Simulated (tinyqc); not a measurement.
Polarisation charge from two barrier thicknesses.

Question. VT = phiB - dEc - q sigma d/(eps0 eps_r). Find sigma, phiB - dEc and the thickness at which VT = 0.

Inputs (values chosen for the exercise):

| symbol | value | unit | meaning |
|---|---|---|---|
| eps_r | 9.5 |  | relative permittivity of barrier and channel |

Constants: q = 1.602176634e-19 C, eps0 = 8.8541878128e-14 F/cm where lengths are in cm. Results are converted to the units shown.

VT for d = 12 and 18 nm (V): -2.6727388  -4.4160882

Answer. VT is linear in d.

sigma = 1.53e13 cm^-2
phiB - dEc = 0.814 V
thickness for VT = 0 = 2.80 nm

tinyqc, about 0.02 s, one thread, Intel Xeon 2.30GHz (shared host): `OMP_NUM_THREADS=1 python tinyqc.py 2570095 2570096 out.jsonl`
